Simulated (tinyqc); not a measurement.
Worked calculation: RKS/BP86 in the 3-21g basis, for H2, spin multiplicity 1. One step of it, computed by the program tinyqc.

Task: Orthogonalisation. S = U s U^T; symmetric (Loewdin) form X = U s^(-1/2) U^T, so that X^T S X = 1.

overlap S, order 1H 1s, 1H 2s, 2H 1s, 2H 2s:
$$\begin{pmatrix}
1.000000 & 0.645899 & 0.097451 & 0.291838 \\
0.645899 & 1.000000 & 0.291838 & 0.617993 \\
0.097451 & 0.291838 & 1.000000 & 0.645899 \\
0.291838 & 0.617993 & 0.645899 & 1.000000
\end{pmatrix}$$

Give: eigenvalues of S; X.

Result:

eigenvalues of S: [0.203, 0.385, 1.082, 2.331]

X, order 1H 1s, 1H 2s, 2H 1s, 2H 2s:
$$\begin{pmatrix}
1.240 & -0.484 & 0.022 & 0.023 \\
-0.484 & 1.485 & 0.023 & -0.479 \\
0.022 & 0.023 & 1.240 & -0.484 \\
0.023 & -0.479 & -0.484 & 1.485
\end{pmatrix}$$
